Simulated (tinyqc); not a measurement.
Stretching all distances: RHF, UHF, MP2, CISD and CCSD against full CI in the sto-6g basis, for BeH2, spin multiplicity 1. Computed by the program tinyqc with PySCF. All coordinates are multiplied by the scale. c0^2 is the weight of the RHF determinant in the lowest singlet FCI state (UHF is spin-contaminated and may lie near states of higher spin) and n(LUMO) the first natural occupation beyond the occupied space.

Geometry (angstrom):
```
atom       x        y       z
Be    0.0000   0.0000  0.0000
H     0.0000   1.2480  0.0000
H     0.0000  -1.2480  0.0000
```

Full CI energy (hartree) and errors against it (kcal/mol):
```
scale  distance 1-2 (angstrom)     E(FCI)      RHF     UHF     MP2    CISD   CCSD  <S^2> UHF   c0^2  n(LUMO)
0.880                    1.098  -15.71600   17.297  17.297   5.266   0.294  0.172      0.000  0.981    0.017
1.060                    1.323  -15.75966   21.876  21.876   7.315   0.464  0.239      0.000  0.973    0.028
1.240                    1.548  -15.72950   29.595  29.595  10.989   0.905  0.413      0.000  0.955    0.051
1.420                    1.772  -15.67178   41.097  41.097  16.791   1.935  0.820      0.000  0.922    0.094
1.600                    1.997  -15.60947   57.405  50.846  25.448   4.175  1.741      0.587  0.864    0.174
1.780                    2.221  -15.55578   79.776  43.179  37.877   8.502  3.540      1.081  0.763    0.322
1.960                    2.446  -15.51946  109.538  33.175  54.995  14.700  5.143      1.263  0.597    0.566
```

What does the comparison show, and why?

UHF parts from RHF first at scale 1.6 of those listed, where <S^2> leaves zero. The weight c0^2 goes from 0.98 to 0.60 and n(LUMO) from 0.02 to 0.57: static correlation grows as the bonds break into open-shell fragments. The spread of the error along the curve, which distorts its shape, is CCSD 5.0, CISD 14.4, UHF 33.5, MP2 49.7, RHF 92.2 kcal/mol. The table stops here: at scale 2.14 and beyond, the reference weight falls under 0.45 or RHF, UHF or CCSD hop between solutions, so those rows were left out and the spreads given cover only the rows shown. As computed, partly on other solutions, the errors there reach in size RHF 181, UHF 29, MP2 86, CISD 19, CCSD 4 kcal/mol.
